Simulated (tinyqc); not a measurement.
Physical sputtering: collision-cascade yield, angular dependence, faceting and resputtering in deposition: one step, computed by the program tinyqc.

Ions start collision cascades; atoms that reach the surface with more than U leave. The target is amorphous or fine-grained.

Question. Oblique incidence. Angular law: Y/Y0 = t^f exp(-f cos(a_opt)(t - 1)), t = 1/cos(angle), largest at a_opt. A plane tilted by the angle recedes along the beam at a speed proportional to Y(angle), and along its own normal as Y cos(angle).

Inputs (values chosen for the exercise, modelled on argon ions on germanium):
```
quantity                    value     unit
ion energy E                   76       eV
angular exponent f            1.5        -
angle of the largest yield     72  degrees
angle of incidence             65  degrees
```

yield Y0 = 0.1506000 atoms per ion

Give: Y/Y0 at the angle; yield at the angle; normal speed relative to a flat surface; largest Y/Y0.

Answer.

Y/Y0 at the angle = 1.9322

yield at the angle = 0.29099 atoms per ion

normal speed relative to a flat surface = 0.81658

largest Y/Y0 = 2.0649

Caution: within a few times the threshold, cascades are short and these fits are rough.
